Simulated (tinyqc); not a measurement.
# Lossy interposer transmission line with skin effect, step by step

Numbers from tinyqc (`OMP_NUM_THREADS=1 python tinyqc.py 2810146 2810147 out.jsonl`; about 0.01 s on one thread of a shared Intel Xeon 2.30GHz). Printed values are rounded.

A uniform line in a homogeneous dielectric: c = sqrt(er)/(c0 Z0), l = Z0 sqrt(er)/c0 (c0 = 299792458 m/s), g = w c td, w = 2 pi f. The resistance joins its limits as r = sqrt(r_dc^2 + r_hf^2), with r_dc = rho/(wd th), r_hf = kr rho/(2 delta (wd + th)), delta = sqrt(rho/(pi f mu0)), mu0 = 4 pi 1e-7 H/m; this is an interpolation, and internal inductance, up to 0.05 nH/mm at low frequency, is neglected.

Values chosen for this exercise:
```
symbol  value     unit                                  meaning
wd          4       um                       width of the strip
th          1       um                   thickness of the strip
rho       2.9  uohm cm                              resistivity
er        4.2                             relative permittivity
td      0.002                                      loss tangent
Z0         45      ohm             lossless impedance sqrt(l/c)
kr        1.5           factor for crowding and the return path
len         5       mm                                   length
Rg         25      ohm                        source resistance
RL        1e5      ohm                          load resistance
CL        100       fF                         load capacitance
f         6.5      GHz                                frequency
```

## Line constants

delta, r_dc, r_hf, r, l, c and g as defined.

delta = 1.06307 um
r_dc = 7.25 ohm/mm
r_hf = 4.09192 ohm/mm
r = 8.32504 ohm/mm
l = 0.307621 nH/mm
c = 151.912 pF/m
g = 0.0124084 S/m

r is 1.15 times r_dc; the skin depth is 1.06 of the thickness.

## Propagation constant and impedance

gamma = sqrt((r + i w l)(g + i w c)) = alpha + i beta, Zc = sqrt((r + i w l)/(g + i w c)), roots with positive real part; loss 8.685889638 alpha in dB; phase velocity w/beta.

gamma len = 0.44248+1.46351i
Zc = 47.2065-14.1695i ohm
loss = 0.768668 dB/mm
phase velocity over c0 = 0.465422
r/(w l) = 0.662638

r is below w l; the low-loss estimate 8.686 (r/(2 Z0) + g Z0/2) gives 0.806 dB/mm.

## Reflection, input impedance and transfer

ZL = 1/(1/RL + i w CL); reflection (ZL - Zc)/(ZL + Zc); Zin = Zc (ZL + Zc tanh(gamma len))/(Zc + ZL tanh(gamma len)); H = V_load/V_source = [Zin/(Zin + Rg)]/[cosh(gamma len) + (Zc/ZL) sinh(gamma len)].

ZL = 0.600-244.852i ohm
reflection at the load = 0.829139-0.332963i
Zin = 22.8241-3.4591i ohm
H = -0.220064-0.872115i
|H| = -0.920443 dB
